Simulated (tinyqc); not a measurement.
# Diffused layer (complementary error function), carriers, mobility and sheet resistance, step by step

tinyqc, about 0.02 s, one thread, Intel Xeon 2.30GHz (shared host): `OMP_NUM_THREADS=1 python tinyqc.py 2110119 2110120 out.jsonl` Printed values are rounded.

An n-type layer from the surface x = 0 to the junction xj, N(x) = N0 erfc(x/Ld). Local neutrality (no depletion at surface or junction, no spilling of carriers), intrinsic carriers neglected, full ionisation of active dopants.

Parameters, values chosen for the exercise; values close to those of phosphorus in silicon over a p-type background: temperature T = 400 K; background doping of the opposite type Nb = 1.4e17 cm^-3; peak chemical concentration N0 = 4.1e19 cm^-3; mobility limit at high doping m1 = 69.7 cm^2/(V s); mobility limit at low doping, at 300 K m2 = 1470 cm^2/(V s); reference doping of the mobility law Nr = 9.54e16 cm^-3; exponent of the mobility law am = 0.721; temperature exponent of m2 bt = 2; solubility limit of active dopant Ns = 3.87e20 cm^-3; diffusion length 2 sqrt(D t) Ld = 16 nm.

Constants: q = 1.602176634e-19 C. Results are converted to the units shown.

## Junction depth and local values

erfc(xj/Ld) = Nb/N0; 11 equal steps from 0 to xj. Active dopant A = min(N, Ns); n = A - Nb; mobility mu = m1 + (m2 (T/300 K)^(-bt) - m1)/(1 + ((A + Nb)/Nr)^am).

xj = 33.1233 nm
x, point 0 to 11 (nm): [0.0000, 3.0112, 6.0224, 9.0336, 12.0448, 15.0560, 18.0673, 21.0785, 24.0897, 27.1009, 30.1121, 33.1233]
N, point 0 to 11 (cm^-3): [4.1e19, 3.23949e19, 2.43749e19, 1.74086e19, 1.17689e19, 7.51373e18, 4.52149e18, 2.56043e18, 1.36259e18, 6.80687e17, 3.18897e17, 1.4e17]
A, point 0 to 11 (cm^-3): [4.1e19, 3.23949e19, 2.43749e19, 1.74086e19, 1.17689e19, 7.51373e18, 4.52149e18, 2.56043e18, 1.36259e18, 6.80687e17, 3.18897e17, 1.4e17]
n, point 0 to 11 (in units of 1e19 cm^-3): [4.08600, 3.22549, 2.42349, 1.72686, 1.16289, 0.73737, 0.43815, 0.24204, 0.12226, 0.05407, 0.01789, 0.00000]
mu, point 0 to 11 (cm^2/(V s)): [79.1217, 80.8330, 83.3080, 86.9327, 92.3242, 100.472, 112.942, 132.080, 160.940, 202.092, 254.222, 308.298]

The mobility runs from 79.1 to 308 cm^2/(V s).

## Sheet quantities by the trapezoid rule

Dose = integral of N, carrier sheet density = integral of n, 1/Rs = q integral of n mu, mean mobility 1/(q Rs sheet density), Hall mobility (unit Hall factor) = integral of n mu^2 over integral of n mu, Hall sheet density = (integral of n mu)^2/integral of n mu^2; all from 0 to xj.

dose = 3.7181e13 cm^-2
carrier sheet density = 3.6717e13 cm^-2
Rs = 1932.7 ohm/square
mean mobility = 87.952 cm^2/(V s)
Hall mobility = 90.852 cm^2/(V s)
Hall sheet density = 3.5545e13 cm^-2

Carriers make up 98.8 % of the dose. A Hall measurement weights the mobile tail, so its sheet density is 3.2 % below the true one. With 4000 steps Rs = 1942 ohm/square; the coarse value is 0.46 % below it.
